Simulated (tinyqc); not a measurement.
# Inductance and parasitic capacitance from two readings

Question. A loss-free coil L in parallel with C shows the apparent inductance L/(1 - w^2 L C), w = 2 pi f. Find L, C and the self-resonance 1/(2 pi sqrt(L C)).

apparent inductance at 12 and 22 GHz (nH): 0.94743464  1.7894104

Solution. The inverse of the reading is 1/L - w^2 C, a straight line in w^2.

L = 0.7900 nH
C = 37.00 fF
self-resonance = 29.44 GHz

Computed by the program tinyqc: `OMP_NUM_THREADS=1 python tinyqc.py 2302016 2302017 out.jsonl`, one thread of a shared Intel Xeon 2.30GHz, about 0.01 s for the whole run.
